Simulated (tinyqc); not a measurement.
# Worked calculation: thermionic emission over a Gaussian spread of barriers

Computed by the program tinyqc: `OMP_NUM_THREADS=1 python tinyqc.py 2640169 2640170 out.jsonl`, one thread of a shared Intel Xeon 2.30GHz, about 0.01 s for the whole run. Printed values are rounded.

Metal on an n-type semiconductor with one parabolic valley; V > 0 is forward bias (metal positive). Patches of barrier height b are spread as a Gaussian with mean phi - r2 V and variance sg^2 + r3 V; each carries A* T^2 exp(-b/Vt) [exp(V/Vt) - 1].

Parameters, values chosen for the exercise; band and dielectric values close to those of gallium arsenide: temperature T = 300 K; electron mass me = 0.0681 m0; barrier height seen from the metal phi = 0.57 eV; standard deviation of the barrier heights sg = 0.033 eV; shift of the mean barrier per volt, with its sign reversed (rho2) r2 = -0.059; change of sg^2 per volt (rho3) r3 = -0.0021 V; bias V = 0.15 V; barrier heights sampled nb = 11.

Constants: q = 1.602176634e-19 C, kB = 1.380649e-23 J/K, h = 6.62607015e-34 J s, m0 = 9.1093837015e-31 kg, Vt = kB T/q. Results are converted to the units shown.

## Apparent barrier, ideality and current

A* = 4 pi q me m0 kB^2/h^3 (times 1e-4 for A/(cm^2 K^2)). The mean of exp(-b/Vt) gives the apparent barrier phi_ap(V) = phi - r2 V - (sg^2 + r3 V)/(2 Vt), J = A* T^2 exp(-phi_ap/Vt) [exp(V/Vt) - 1], and 1/n = 1 + r2 + r3/(2 Vt).

A* = 8.18380 A/(cm^2 K^2)
phi_ap(0) = 0.548938 eV
phi_ap(V) = 0.563880 eV
n = 1.11064
J = 0.0818470 A/cm^2

## The same mean by Simpson's rule

With mean mu and deviation s at this bias, take nb equally spaced b from mu - s^2/Vt - 3.5 s to mu + s, the Gaussian density g(b) and y = g exp(-(b - mu)/Vt); the integral I of y gives phi_ap = mu - Vt ln I.

```
point    b (eV)    g (1/eV)   y (1/eV)
0      0.451537  4.06639e-4  0.0559716
1      0.467051  0.00446577   0.337320
2      0.482564   0.0359374    1.48963
3      0.498077    0.211914    4.82035
4      0.513591    0.915658    11.4298
5      0.529104     2.89915    19.8593
6      0.544617     6.72620    25.2843
7      0.560131     11.4349    23.5885
8      0.575644     14.2448    16.1255
9      0.591158     13.0030    8.07767
10     0.606671     8.69746    2.96499
```

I = 1.74997
phi_ap = 0.564383 eV

This differs from the closed form by 0.50 meV. The integrand peaks at b = 0.545 eV among these points, below the mean of 0.579 eV: low barriers carry the current.
